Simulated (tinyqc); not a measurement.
Changing the delta-doping density N_d: charge control and current of a heterostructure field-effect transistor. Computed by tinyqc, a small Python program. Command: `OMP_NUM_THREADS=1 python tinyqc.py 3026189 3026190 out.jsonl hemt sweep`. One thread of a shared host (Intel(R) Xeon(R) Processor @ 2.30GHz), about 0.01 s of CPU time with the checks.

Two subbands in a triangular well; E_F is counted from the conduction band edge of the channel at the interface.

Inputs (values chosen for the exercise, modelled on AlGaAs/GaAs): channel mass m = 0.07 m_0; permittivity eps (barrier and channel) = 12.4; barrier thickness d = 30 nm; Schottky barrier phi_B = 0.82 eV; conduction band offset dE_c = 0.31 eV; gate voltage V_G = 0 V; mobility mu = 6100 cm^2/(V s); saturation velocity v_s = 1.3 1e7 cm/s; gate length L = 67 nm; source resistance R_S = 0.56 ohm mm; temperature T = 300 K; mixing = 0.3; iteration cap = 200; spacer between delta layer and channel = 4.4 nm.

Charge source: delta doping. Velocity law: two-piece.

Constants: e = 1.602176634e-19 C; eps_0 = 8.8541878128e-12 F/m; k_B = 8.617333262e-05 eV/K; hbar = 1.054571817e-34 J s; m_0 = 9.1093837015e-31 kg; k_B = 1.380649e-23 J/K.

Method:
- Threshold V_T = phi_B - dE_c - e N_d (d - spacer)/(eps eps_0) (in volts); C_b = eps eps_0/d.
- Charge control: n_s = C_b (V_G - V_T - E_F/e)/e. Well: mean field F = e n_s/(2 eps eps_0), E_i = (hbar^2/2m)^(1/3) [(3 pi e F/2)(i + 3/4)]^(2/3), i = 0, 1; n_s = D k_B T sum_i ln(1 + exp((E_F - E_i)/k_B T)), D = m/(pi hbar^2), which is solved in closed form for E_F.
- Iteration from n_s = C_b (V_G - V_T)/(2e): E_F from n_s, n_out from the charge control, n_new = n_s + mixing (n_out - n_s), kept above n_s/10; stop when |n_out/n_s - 1| < 1e-9.
- C_g = e dn_s/dV_G = 1/(1/C_b + 1/C_q), 1/C_q = d(E_F/e)/d(e n_s) by a central difference of +/- 0.1 % in n_s; added distance dd = eps eps_0/C_q.
- With V = e n_s/C_g and V_c = v_s L/mu: for v = mu F up to v_s, I/W = C_g v_s V_c (sqrt(1 + (V/V_c)^2) - 1) and V_Dsat = V + V_c - sqrt(V^2 + V_c^2); g_m = dI/dV; extrinsic g_m/(1 + g_m R_S); f_T = g_m/(2 pi C_g L).

One run for each value; columns: (1) delta-doping density N_d (1/cm^2); (2) sheet density n_s (1/cm^2); (3) threshold voltage V_T (V); (4) E_F (meV); (5) saturation current I/W (mA/mm):
```
(1)              (2)      (3)     (4)     (5)
2.40e+12  7.3964e+11  -0.3866   62.78  148.72
3.00e+12  1.1578e+12  -0.6107  103.85  235.58
3.80e+12  1.7323e+12  -0.9096  151.21  355.08
4.80e+12  2.4642e+12  -1.2832  204.37  507.42
7.60e+12  4.5510e+12  -2.3292  336.80  941.94
```

Give the missing row, delta-doping density N_d (1/cm^2) = 6.00e+12.

Computed row; columns: (1) delta-doping density N_d (1/cm^2); (2) sheet density n_s (1/cm^2); (3) threshold voltage V_T (V); (4) E_F (meV); (5) saturation current I/W (mA/mm):
```
(1)              (2)      (3)     (4)     (5)
6.00e+12  3.3536e+12  -1.7315  263.30  692.60
```

Interpolating between the two neighbouring rows (linearly) misses most in E_F (meV), by 0.83 %. Over the rows, sheet density n_s (1/cm^2) rises from 7.40e11 to 4.55e12 (exponent d ln y / d ln x 2.0 between the first rows and 1.3 between the last); threshold voltage V_T (V) falls from -0.387 to -2.33 (exponent d ln y / d ln x 2.0 between the first rows and 1.3 between the last); E_F (meV) rises from 62.8 to 337 (exponent d ln y / d ln x 2.3 between the first rows and 1.0 between the last).  Left out: 1.50e12, 1.90e12 (the gate voltage is too near the threshold).

Caution (rows 4.80e12, 6.00e12, 7.60e12): E_F lies above the conduction band minimum of the barrier, so electrons would spill into the barrier.

Extremes, crossings and ranges named in words are read from the listed rows.
